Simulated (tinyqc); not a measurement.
Type-II superlattice in the two-band Kane model: sweeps and comparisons. A value that a table varies takes the place of the one given here.

Motion along the axis, period d = a + b, c = hbar^2/2m0. Conduction and light-hole bands couple: (E - Ec)(E - Ev) = Ep c k^2 in each layer, with mass m(E) = (E - Ev)/Ep, which may be negative. The conduction envelope psi and psi'/m(E) are continuous; a layer carries them by [[cos kt, (m/k) sin kt], [-(k/m) sin kt, cos kt]] (cosh and sinh for k^2 < 0), and cos(q d) = tr(M_B M_A)/2. C1 is the first miniband above EvB, with its bottom at tr/2 = +1 and its top at -1; the gap is the bottom of C1 less the top heavy-hole level HH1.

Heavy holes are uncoupled: with e = EvB - E, p = sqrt(mhB e/c), w = sqrt(mhA (EvB - EvA - e)/c), the top level HH1 at q = 0 solves (p/mhB) tan(p b/2) = (w/mhA) tanh(w a/2).

Constants: hbar^2/2m0 = 3.80998211 eV angstrom^2; hc = 1239.841984 eV nm.

Inputs chosen for the exercise (near those of an InAs/GaSb superlattice; shifted at random, so the results belong to these values and not to a real crystal): b = 35 angstrom (layer B); EcA = 0 eV (conduction edge of A); EvA = -0.414 eV (valence edge of A); EcB = 0.926 eV (conduction edge of B); EvB = 0.124 eV (valence edge of B); EpA = 14.2 eV (coupling energy in A); EpB = 17.7 eV (coupling energy in B); mhA = 0.36 m0 (heavy hole in A); mhB = 0.27 m0 (heavy hole in B); As = (22, 30, 38, 47, 57, 67, 77) angstrom (widths of layer A); a = 48 angstrom (layer A).

## Width of layer A

Bottom of C1 (tr/2 = +1, above EvB), HH1, the gap and hc/gap; widths at which C1 no longer starts above EvB are left out.

Results:
```
a (angstrom)  C1 (eV)  HH1 (eV)  gap (meV)  cut-off (micrometre)
22             0.4417    0.0613      380.4                  3.26
30             0.3457    0.0608      284.9                  4.35
38             0.2773    0.0607      216.6                  5.72
47             0.2219    0.0607      161.2                  7.69
57             0.1775    0.0607      116.8                 10.62
67             0.1450    0.0607       84.3                 14.70
```

From a = 22 to 67 angstrom C1 falls by 297 meV while HH1 moves by -0.5 meV, so layer A tunes the gap, from 380 to 84 meV. The cut-off shifts by 0.137 micrometre per angstrom at the thin end and 0.409 at the thick end: long wavelengths need tight control of the thickness.

## One band or two

Bottom of C1. One band: (k/mA) tan(k a/2) = (kappa/mB) tanh(kappa b/2) with the edge masses (Ec - Ev)/Ep and barrier EcB - EcA. Second row: mA replaced by m(E). The last column is measured against two bands.

Results:
```
model                  C1 (eV)  gap (meV)  error (meV)
one band, edge masses   0.2042      143.5        -12.5
m(E) in A only          0.1801      119.4        -36.6
two bands               0.2168      156.0          0.0
```

mA = 0.0292 m0
mB = 0.0453 m0

With edge masses C1 errs by -13 meV, 8 % of the gap. The heavier m(E) in A changes it by -24 meV; the treatment of B changes it by +37 meV, since C1 lies 93 meV above the valence edge of B, where its mass is 0.0052 instead of 0.0453.

## What each parameter does

Bottom and width of C1, HH1 and the gap. Each row changes one parameter from the base and keeps the others.

Results:
```
case             C1 (eV)  width (meV)  HH1 (eV)  gap (meV)
base              0.2168         56.7    0.0607      156.0
a = 45 angstrom   0.2327         60.5    0.0607      172.0
b = 32 angstrom   0.2116         64.0    0.0518      159.8
EvB = 0.104 eV    0.2155         54.2    0.0413      174.2
EcB = 0.976 eV    0.2209         52.9    0.0607      160.1
EvA = -0.444 eV   0.2126         55.1    0.0598      152.8
EpA = 15.3 eV     0.2232         60.2    0.0607      162.5
mhB = 0.31 m0     0.2168         56.7    0.0652      151.5
```

The largest shifts from the base row, up to three for each result and ties (the steps differ in size, so this ranks the rows, not the parameters). C1 (eV): a +0.0159, EpA +0.0065, b -0.0051; unchanged at the printed digits by mhB. width (meV): b +7.3, a +3.8, EcB -3.8; unchanged at the printed digits by mhB. HH1 (eV): EvB -0.0194, b -0.0089, mhB +0.0045; unchanged at the printed digits by a, EcB and EpA. gap (meV): EvB +18.1, a +15.9, EpA +6.5.

Program tinyqc; command `OMP_NUM_THREADS=1 python tinyqc.py 1251964 1251965 out.jsonl`; about 0.07 s on one thread of a shared Intel(R) Xeon(R) Processor @ 2.30GHz.
